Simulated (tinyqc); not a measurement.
Changing the misfit f = (b - a)/a: Frenkel-Kontorova chain: a misfit dislocation (kink) in a monolayer on a periodic substrate. Computed by tinyqc, a small Python program. Command: `OMP_NUM_THREADS=1 python tinyqc.py 3004367 3004368 out.jsonl fkchain sweep`. One thread of a shared host (Intel(R) Xeon(R) Processor @ 2.30GHz), about 0.02 s of CPU time with the checks.

E = sum_j [(k/2)(x_(j+1) - x_j - b)^2 + (W/2)(1 - cos(2 pi x_j/a))], x_j = a (j + u_j). A kink takes u from 0 to 1: the chain is stretched by one period and has one atom fewer than wells.

Inputs (values chosen for the exercise, for a model overlayer):
```
quantity,value,unit
spring constant k,2.38,eV/angstrom^2
substrate period a,3.47,angstrom
corrugation W,1.35,eV
atomic mass M,131,u
```

Constants: nu for 1 eV/(angstrom^2 u) = 15.6333042 THz.

Method. l0 = sqrt(k a^2/(2 W)); kink u(j) = (2/pi) arctan exp(pi j/l0); kink energy at f = 0: E0 = (4/pi) W l0; with misfit E0 - k a^2 f; kinks become favourable at f_c = 2/(pi l0), and a coherent chain with free ends loses stability at f_m = 1/l0. Lowest vibration of the flat chain: nu0 = 15.6333042 THz x sqrt(2 pi^2 W/(a^2 M)).

One run for each value:
```
misfit f = (b - a)/a,kink energy with misfit (eV)
0.010,5.3133
0.051,4.1384
0.093,2.9348
0.130,1.8744
0.180,0.4416
0.220,-0.7047
0.260,-1.8510
0.300,-2.9973
```

What does the table show, and why?

Over the rows, kink energy with misfit (eV) falls from 5.31 to -3.00. It is linear in f, with slope -k a^2, and passes zero at f_c = 0.195, beyond which kinks lower the energy; they enter without a barrier only above f_m = (pi/2) f_c.

Caution (all rows): a corrugation above 1 eV is larger than real overlayers usually show; it is chosen to keep the kink narrow.
